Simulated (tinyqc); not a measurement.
Worked calculation: Pariser-Parr-Pople SCF with singles CI, for the molecule OC1=CC=CC=CC=C1 (SMILES; centres numbered as the heavy atoms are written). One step of it, computed by the program tinyqc.

Task: Iteration 2: orbitals and new P. Diagonalise F (the basis is taken as orthonormal) and form P = 2 sum c c over the lowest orbitals; 0.3 of the old P is kept.

F (eV), order 1O, 2C, 3C, 4C, 5C, 6C, 7C, 8C, 9C:
```
[[-13.961423, -4.653843, 0.326926, 0.462723, -0.053355, -0.309491, -0.053355, 0.462723, 0.326926],
 [-4.653843, -5.934894, -4.358973, -0.341354, 0.192237, 0.292221, 0.192237, -0.341354, -4.358973],
 [0.326926, -4.358973, -6.375228, -4.743974, 0.583511, 0.276555, -0.436998, 0.039936, 0.727569],
 [0.462723, -0.341354, -4.743974, -4.102870, -4.733832, -0.402056, 0.281374, 0.247386, 0.039936],
 [-0.053355, 0.192237, 0.583511, -4.733832, -5.639752, -4.695509, 0.539022, 0.281374, -0.436998],
 [-0.309491, 0.292221, 0.276555, -0.402056, -4.695509, -4.077380, -4.695509, -0.402056, 0.276555],
 [-0.053355, 0.192237, -0.436998, 0.281374, 0.539022, -4.695509, -5.639752, -4.733832, 0.583511],
 [0.462723, -0.341354, 0.039936, 0.247386, 0.281374, -0.402056, -4.733832, -4.102870, -4.743974],
 [0.326926, -4.358973, 0.727569, 0.039936, -0.436998, 0.276555, 0.583511, -4.743974, -6.375228]]
```

pi electrons, sum of z_r less the charge = 10

P after iteration 1, order 1O, 2C, 3C, 4C, 5C, 6C, 7C, 8C, 9C:
```
[[1.556055, 0.554858, -0.113019, -0.245155, 0.035462, 0.220708, 0.035462, -0.245155, -0.113019],
 [0.554858, 0.912376, 0.521177, 0.137119, -0.096611, -0.157481, -0.096611, 0.137119, 0.521177],
 [-0.113019, 0.521177, 1.306795, 0.623399, -0.234421, -0.139020, 0.235495, -0.020072, -0.292205],
 [-0.245155, 0.137119, 0.623399, 0.825434, 0.620492, 0.161503, -0.141408, -0.133318, -0.020072],
 [0.035462, -0.096611, -0.234421, 0.620492, 1.225767, 0.610347, -0.216481, -0.141408, 0.235495],
 [0.220708, -0.157481, -0.139020, 0.161503, 0.610347, 0.815578, 0.610347, 0.161503, -0.139020],
 [0.035462, -0.096611, 0.235495, -0.141408, -0.216481, 0.610347, 1.225767, 0.620492, -0.234421],
 [-0.245155, 0.137119, -0.020072, -0.133318, -0.141408, 0.161503, 0.620492, 0.825434, 0.623399],
 [-0.113019, 0.521177, -0.292205, -0.020072, 0.235495, -0.139020, -0.234421, 0.623399, 1.306795]]
```

Give: orbital energies; P after iteration 2.

Result:

orbital energies (eV): [-16.7286, -13.4695, -11.9558, -11.2635, -7.6682, -2.7586, 1.6900, 1.9922, 3.9526]

P after iteration 2, order 1O, 2C, 3C, 4C, 5C, 6C, 7C, 8C, 9C:
```
[[1.7276, 0.4962, -0.1425, -0.1972, 0.0387, 0.1716, 0.0387, -0.1972, -0.1425],
 [0.4962, 0.8285, 0.5369, 0.1869, -0.0944, -0.1866, -0.0944, 0.1869, 0.5369],
 [-0.1425, 0.5369, 1.3291, 0.6151, -0.2374, -0.1320, 0.2201, -0.0372, -0.2735],
 [-0.1972, 0.1869, 0.6151, 0.7598, 0.6177, 0.2002, -0.1355, -0.1665, -0.0372],
 [0.0387, -0.0944, -0.2374, 0.6177, 1.2515, 0.6098, -0.2196, -0.1355, 0.2201],
 [0.1716, -0.1866, -0.1320, 0.2002, 0.6098, 0.7631, 0.6098, 0.2002, -0.1320],
 [0.0387, -0.0944, 0.2201, -0.1355, -0.2196, 0.6098, 1.2515, 0.6177, -0.2374],
 [-0.1972, 0.1869, -0.0372, -0.1665, -0.1355, 0.2002, 0.6177, 0.7598, 0.6151],
 [-0.1425, 0.5369, -0.2735, -0.0372, 0.2201, -0.1320, -0.2374, 0.6151, 1.3291]]
```
